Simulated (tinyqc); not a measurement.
Defect equilibria of an oxide against oxygen pressure (mass action): one step, computed by the program tinyqc. Command: `OMP_NUM_THREADS=1 python tinyqc.py 3029197 3029198 out.jsonl brouwer walk`. One thread of a shared host (Intel(R) Xeon(R) Processor @ 2.30GHz), about 0.01 s of CPU time with the checks.

Defects: oxygen vacancies V (charge +2), electrons n, holes p, the ionic partner X = V_M'''' (charge -4), and the dopant. Activities are taken equal to concentrations.

Task: Conductivities. sigma_n = e n mu_n, sigma_p = e p mu_p, sigma_ion = 2 e [V] mu_V with mu_V = 2 e D/(k_B T) and D = D_0 exp(-E_m/k_B T); only the oxygen vacancies carry ionic current, and the ionic transport number is sigma_ion over the total.

Inputs (values chosen for the exercise, for a model oxide): prefactor N_c N_v = 8.5e+41 cm^-6; temperature T = 1000 K; electron mobility mu_n = 0.13 cm^2/(V s); hole mobility mu_p = 0.11 cm^2/(V s); vacancy diffusion prefactor D_0 = 0.0018 cm^2/s; vacancy migration energy E_m = 0.67 eV.

Ionic disorder: Schottky, oxide MO2. Dopant (singly charged, fully ionised): donor.

n = 3.000205e+20 cm^-3

[V] = 1.024300e+16 cm^-3

p = 1204882 cm^-3

Constants: k_B = 8.617333262e-05 eV/K; e = 1.602176634e-19 C.

Give: sigma_n; sigma_p; sigma_ion; total conductivity; ionic transport number.

Result:

sigma_n = 6.2489 S/cm

sigma_p = 2.1235e-14 S/cm

sigma_ion = 5.7603e-08 S/cm

total conductivity = 6.2489 S/cm

ionic transport number = 9.2181e-09

The conductor is mainly n-type electronic here. Caution: one of n, p, [V] and [X] is above 2e20 cm^-3, near 1 % of the sites of a usual oxide, where defects associate and the ideal mass-action laws fail. Caution: the carrier density is near sqrt(N_c N_v), where the carriers are degenerate and n p = K_i fails.
